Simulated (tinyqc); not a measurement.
Admittance spectroscopy of a deep trap: two steps of the calculation.

Schottky contact on an n-type layer with shallow donors Nd (all ionised) and a donor-like deep trap, neutral when filled and positive when empty; depletion approximation. Traps within lam of the depletion edge stay filled. The traps at xt = W - lam, where the level crosses the Fermi level, follow a slow signal and not a fast one. w = 2 pi f.

Values chosen for this exercise; material values close to those of germanium: relative permittivity eps_r = 15.8; conduction-band density of states at 300 K Nc = 1.03e19 cm^-3; thermal velocity at 300 K vth = 3.3e7 cm/s; shallow donor density Nd = 1.3e15 cm^-3; built-in voltage Vbi = 0.39 V; depth of the trap below the conduction edge Et = 0.26 eV; capture cross-section sn = 5e-15 cm^2; trap density Nt = 7.2e13 cm^-3; reverse bias Vr = 0 V; signal frequency f = 1900 Hz; temperature T = 164 K.

Constants: q = 1.602176634e-19 C, kB = 1.380649e-23 J/K, eps0 = 8.8541878128e-14 F/cm where lengths are in cm. Results are converted to the units shown.

Question 1. Widths and limiting capacitances. lam = sqrt(2 eps0 eps_r (EF - ET)/(q Nd)), EF - ET = Et - (kB T/q) ln(Nc(T)/Nd), Nc(T) = Nc (T/300 K)^1.5. In the steady state at the band bending V, 2 eps0 eps_r V/q = Nd W^2 + Nt (W - lam)^2 (the second term only if W > lam). V = Vbi + Vr. C_HF = eps0 eps_r/W, C_LF = eps0 eps_r (Nd + Nt)/(Nd W + Nt xt).

Find: lam; W; xt; C_HF; C_LF.

Answer 1.

lam = 442.75 nm
W = 720.84 nm
xt = 278.09 nm
C_HF = 19.407 nF/cm^2
C_LF = 20.054 nF/cm^2

The step is 3.33 % of C_HF.

Question 2. Admittance at the signal frequency. Emission rate en = sn vth(T) Nc(T) exp(-Et/kB T) = sn g T^2 exp(-Et/kB T), g = vth Nc/(300 K)^2, as vth goes as T^0.5 and Nc as T^1.5 (degeneracy factor 1). Inflection frequency w0 = 2 en [1 + Nt xt/(Nd W)]; C = C_HF + (C_LF - C_HF)/(1 + (w/w0)^2), G/w = (C_LF - C_HF)(w/w0)/(1 + (w/w0)^2).

W = 720.84309 nm
xt = 278.09151 nm
C_HF = 19.407298 nF/cm^2
C_LF = 20.053684 nF/cm^2

Wanted: en; w0/(2 pi); C; G/w.

Answer 2.

en = 5198 1/s
w0/(2 pi) = 1690 Hz
C = 19.69 nF/cm^2
G/w = 0.3210 nF/cm^2

The signal lies near the inflection, where the loss is largest.

Numbers from tinyqc (`OMP_NUM_THREADS=1 python tinyqc.py 2050165 2050166 out.jsonl`; about 0.01 s on one thread of a shared Intel Xeon 2.30GHz).
